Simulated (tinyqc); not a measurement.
Hueckel theory of the pi electrons with the omega technique, for the molecule O=C1C=CC(=O)C(Cl)=C1 (SMILES; centres numbered as the heavy atoms are written), step by step. One step of it, computed by the program tinyqc.

Problem. Energy, charges, bond orders. E = sum n x; q_r = z_r - P_rr; bond order p = P_rs; free valence = sqrt(3) - sum of p over the bonds of the atom.

final x values: 2.383940  2.045276  1.803991  1.000225  0.874471  0.194827  -0.978293  -1.255291  -2.069145

occupations: 2.000000  2.000000  2.000000  2.000000  2.000000  0.000000  0.000000  0.000000  0.000000

final P:
```
            1O         2C         3C         4C         5C         6O         7C        8Cl
1O    1.306813   0.737842   0.032436  -0.285649  -0.146711   0.410983  -0.289907   0.064671
2C    0.737842   0.826325   0.426929   0.108635  -0.060353  -0.144272   0.115435  -0.038584
3C    0.032436   0.426929   0.938304   0.825199   0.112291  -0.293130  -0.169889   0.019192
4C   -0.285649   0.108635   0.825199   0.940750   0.430225   0.026506  -0.060948   0.008541
5C   -0.146711  -0.060353   0.112291   0.430225   0.824122   0.744197   0.422645  -0.026687
6O    0.410983  -0.144272  -0.293130   0.026506   0.744197   1.296923   0.033776  -0.033764
7C   -0.289907   0.115435  -0.169889  -0.060948   0.422645   0.033776   0.928332   0.143391
8Cl   0.064671  -0.038584   0.019192   0.008541  -0.026687  -0.033764   0.143391   1.979328
9C    0.012205   0.438276  -0.064464  -0.180432   0.114138  -0.281741   0.815221  -0.111316

            9C
1O    0.012205
2C    0.438276
3C   -0.064464
4C   -0.180432
5C    0.114138
6O   -0.281741
7C    0.815221
8Cl  -0.111316
9C    0.959104
```

Centres:
```
centre  z_r, pi electrons of the neutral centre         h
1O                                            1  1.000000
2C                                            1  0.000000
3C                                            1  0.000000
4C                                            1  0.000000
5C                                            1  0.000000
6O                                            1  1.000000
7C                                            1  0.000000
8Cl                                           2  2.000000
9C                                            1  0.000000
```

Bonds:
```
i  j         k
1  2  1.000000
2  3         1
3  4         1
4  5         1
5  6         1
5  7         1
7  8  0.400000
7  9         1
9  2         1
```

Give: pi energy = 10 alpha + this times beta; pi charges; Bond orders and lengths from R = 1.517 - 0.180 p; free valence of the carbons; gap between the highest filled and the next level.

Solution.

pi energy = 10 alpha + this times beta = 16.216

pi charges: 1O -0.307, 2C 0.174, 3C 0.062, 4C 0.059, 5C 0.176, 6O -0.297, 7C 0.072, 8Cl 0.021, 9C 0.041

Bond orders and lengths from R = 1.517 - 0.180 p (angstrom, C-C alone):
```
bond      p      R
1-2   0.738      -
2-3   0.427  1.440
3-4   0.825  1.368
4-5   0.430  1.440
5-6   0.744      -
5-7   0.423  1.441
7-8   0.143      -
7-9   0.815  1.370
9-2   0.438  1.438
```

free valence of the carbons: 2C 0.129, 3C 0.480, 4C 0.477, 5C 0.135, 7C 0.351, 9C 0.479

gap between the highest filled and the next level = 0.680 |beta|
